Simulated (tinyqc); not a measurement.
# On-chip interconnect, size-dependent resistivity and RC delay: effects of single changes

A rectangular line between two neighbours and two ground planes. Surface and grain-boundary scattering are added to the bulk resistivity as corrections; capacitances are parallel-plate values without fringing; inductance is ignored.

Parameters, values chosen for the exercise; metal values close to those of copper: bulk resistivity rho0 = 1.64 uohm cm; bulk mean free path lam = 39.4 nm; specular share of surface scattering ps = 0; reflection coefficient of grain boundaries Rg = 0.22; grain size over the metal width gr = 0.7; drawn line width wd = 79 nm; aspect ratio, height over width AR = 1.3; liner on both walls and the bottom, not conducting tl = 2.7 nm; space to the neighbouring lines sp = 79 nm; dielectric height to the planes above and below hd = 130 nm; relative permittivity of the dielectric ek = 2.2; Miller factor of the neighbours Mf = 1; line length Lw = 19 um; driver resistance Rd = 12000 ohm; load capacitance Cl = 0.25 fF; bulk resistivity of the second metal (close to cobalt) rho2 = 6.21 uohm cm; mean free path of the second metal lam2 = 11.9 nm; liner of the second metal tl2 = 0.4 nm.

Constants: eps0 = 8.8541878128e-12 F/m. Results are converted to the units shown.

Each table varies one quantity; the others keep the values above.

## Delay against the reflection coefficient of grain boundaries

Metal width x = wd - 2 tl, height y = AR wd - tl; grain boundaries (Mayadas-Shatzkes): al = (lam/(gr x)) Rg/(1 - Rg), g = 1/[1 - 3 al/2 + 3 al^2 - 3 al^3 ln(1 + 1/al)] - 1; surfaces (Fuchs-Sondheimer, thick limit): s = (3/8) lam (1 - ps)(1/x + 1/y); rho = rho0 (1 + g + s); r = rho/(x y); c = eps0 ek (2 wd/hd + 2 Mf AR wd/sp). Elmore delay tE = Rd (c Lw + Cl) + r Lw (c Lw/2 + Cl); t50 is the time at which the far end of a ladder of 30 pi sections (half capacitances at both ends, Cl at the far end, a step applied through Rd) reaches half the step; line share r Lw/(Rd + r Lw); estimate 0.69 Rd (c Lw + Cl) + 0.38 r c Lw^2 + 0.69 r Lw Cl.

The same in every row: c (fF/um) = 0.07432.

Delay against the reflection coefficient of grain boundaries:

| Rg | rho (uohm cm) | r (ohm/um) | tE (ps) | t50 (ps) | estimate (ps) | line share of the resistance (%) |
|---|---|---|---|---|---|---|
| 0.05 | 2.309 | 3.137 | 20.00 | 13.87 | 13.80 | 0.4943 |
| 0.15 | 2.532 | 3.440 | 20.01 | 13.87 | 13.81 | 0.5418 |
| 0.25 | 2.808 | 3.815 | 20.01 | 13.88 | 13.81 | 0.6004 |
| 0.35 | 3.163 | 4.297 | 20.02 | 13.89 | 13.82 | 0.6758 |
| 0.45 | 3.641 | 4.947 | 20.03 | 13.90 | 13.83 | 0.7772 |
| 0.55 | 4.327 | 5.879 | 20.05 | 13.91 | 13.84 | 0.9222 |
| 0.65 | 5.398 | 7.334 | 20.08 | 13.93 | 13.86 | 1.148 |
| 0.75 | 7.318 | 9.942 | 20.13 | 13.97 | 13.90 | 1.550 |

As Rg goes from 0.05 to 0.75, r rises from 3.14 to 9.94 ohm/um, c stays at 0.0743 fF/um and t50 rises from 13.9 to 14.0 ps. t50/tE lies between 0.693 and 0.694, and the estimate is within 0.51 % of t50.

## Two metals against line width

Metal width x = wd - 2 tl, height y = AR wd - tl; grain boundaries (Mayadas-Shatzkes): al = (lam/(gr x)) Rg/(1 - Rg), g = 1/[1 - 3 al/2 + 3 al^2 - 3 al^3 ln(1 + 1/al)] - 1; surfaces (Fuchs-Sondheimer, thick limit): s = (3/8) lam (1 - ps)(1/x + 1/y); rho = rho0 (1 + g + s); r = rho/(x y). The second metal has rho2, lam2 and tl2 in place of rho0, lam and tl; ps, Rg, gr and AR are shared.

Two metals against line width:

| wd (nm) | rho, first (uohm cm) | rho, second (uohm cm) | r, first (ohm/um) | r, second (ohm/um) | ratio second/first |
|---|---|---|---|---|---|
| 8 | 27.559 | 18.583 | 13766 | 2580.9 | 0.18749 |
| 10 | 16.902 | 15.952 | 3567.3 | 1376.1 | 0.38576 |
| 13 | 11.190 | 13.603 | 1036.9 | 675.74 | 0.65170 |
| 17 | 8.0503 | 11.809 | 357.73 | 335.92 | 0.93905 |
| 22 | 6.1984 | 10.509 | 144.17 | 175.79 | 1.2193 |
| 30 | 4.7659 | 9.3473 | 53.371 | 82.931 | 1.5539 |
| 45 | 3.6128 | 8.2941 | 16.350 | 32.298 | 1.9754 |
| 70 | 2.8649 | 7.5475 | 5.0224 | 12.038 | 2.3969 |
| 120 | 2.3383 | 6.9898 | 1.3310 | 3.7686 | 2.8314 |

What does the table show?

The resistivity of the first metal falls from 27.6 to 2.34 uohm cm and that of the second goes from 18.6 to 6.99 uohm cm as the line widens. The products rho0 lam, which set the size effect, are 64.6 and 73.9 uohm cm nm. The two resistances cross at wd = 18.0 nm: below it the second metal gives the lower line resistance. For widths well under the mean free path the thick-limit surface term is only a guide.

tinyqc, about 0.01 s, one thread, Intel Xeon 2.30GHz (shared host): `OMP_NUM_THREADS=1 python tinyqc.py 2100065 2100066 out.jsonl`
